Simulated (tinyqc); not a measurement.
The liquidus: liquidus of a compound AB in a simple-solution melt, liquid-phase epitaxy and vapour pressures. Computed by tinyqc, a small Python program. Command: `OMP_NUM_THREADS=1 python tinyqc.py 3004666 3004667 out.jsonl liq35 walk`. One thread of a shared host (Intel(R) Xeon(R) Processor @ 2.30GHz), about 0.03 s of CPU time with the checks.

x is the atom fraction of B in the melt. The melt is a simple solution: R T ln gamma_B = W (1 - x)^2, R T ln gamma_A = W x^2, W = a + b T. The solid AB is stoichiometric.

Inputs (values chosen for the exercise, for a model compound):
```
quantity               value       unit
melting point T_F      966.2          K
entropy of fusion S_F   62.4  J/(mol K)
interaction a           20.8     kJ/mol
interaction slope b    -27.7  J/(mol K)
```

Constants: R = 8.314462618 J/(mol K).

Method. Liquidus (Vieland): f(x) = R T ln[4 x (1 - x)] + 2 W (1/2 - x)^2 + S_F (T_F - T) = 0.

Solubility; ideal: W = 0; dilute: (1/4) exp[-(S_F (T_F - T) + W/2)/(R T)]:
```
T (K)           x       ideal      dilute  W (kJ/mol)
483    5.4458e-05  1.3717e-04  5.4444e-05      7.4209
560    6.1374e-04  1.0819e-03  6.1251e-04      5.2880
638    3.9534e-03  5.2912e-03  3.9195e-03      3.1274
715    1.6838e-02  1.8231e-02  1.6463e-02      0.9945
792    5.4341e-02  5.0531e-02  5.2310e-02     -1.1384
870    1.4290e-01  1.2454e-01  1.3695e-01     -3.2990
928    2.6866e-01  2.4224e-01  2.5225e-01     -4.9056
957    3.8591e-01  3.6808e-01  3.3297e-01     -5.7089
```

x over the ideal value is 0.40 in the first row and 1.05 in the last, and lies between 0.40 and 1.15: W > 0 lowers the solubility and W < 0 raises it, by about exp(-W/(2 R T)) when dilute. The dilute form is within 5 % in 6 of the eight rows. Near T_F the liquidus closes as a parabola about x = 1/2.

Extremes, crossings and ranges named in words are read from the listed rows.
